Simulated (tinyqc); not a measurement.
Electroplating on a thin resistive seed layer: kinetics, Wagner number and the terminal effect across a wafer: one step, computed by the program tinyqc.

Current enters the seed at the rim. The bath is treated as a local resistance per area (no lateral flow in the liquid), two electrons per ion, molar volume 7.11 cm^3/mol, Faraday constant F = e N_A, kinematic viscosity 0.01 cm^2/s, omega = 2 pi x rpm/60; k_B T/e is in volts.

Task: Rate, limit and resistances. Growth rate = i V_m/(2 F). Levich limit i_L = 0.62 x 2 F D^(2/3) omega^(1/2) nu^(-1/6) c. Tafel overpotential eta = (k_B T/(alpha e)) ln(i/i_0); kinetic resistance k_B T/(alpha e i); bath resistance h/kappa + plate; R_s = resistivity/t; Wagner number = kinetic resistance x kappa/R.

Inputs (values chosen for the exercise, of the order of those for copper plating from an acid sulfate bath):
```
quantity                               value         unit
wafer radius R                            10           cm
seed thickness t                          41           nm
seed resistivity                          18  microohm cm
bath conductivity kappa                 0.12         S/cm
gap to the anode h                        11           cm
extra resistance of a porous plate         0     ohm cm^2
exchange current density i_0            0.25      mA/cm^2
cathodic transfer coefficient alpha      0.9            -
mean current density                      23      mA/cm^2
diffusivity of the metal ion         5.2e-06       cm^2/s
metal ion concentration                 0.34        mol/L
rotation rate                            200          rpm
temperature T                            298            K
```

Constants: e = 1.602176634e-19 C; N_A = 6.02214076e+23 1/mol; k_B = 8.617333262e-05 eV/K.

Give: growth rate; limiting current i_L; overpotential; kinetic resistance; bath resistance R_b; sheet resistance R_s; Wagner number.

Result:

growth rate = 508.5 nm/min

limiting current i_L = 120.4 mA/cm^2

overpotential = 129.0 mV

kinetic resistance = 1.241 ohm cm^2

bath resistance R_b = 91.67 ohm cm^2

sheet resistance R_s = 4.390 ohm/square

Wagner number = 0.01489
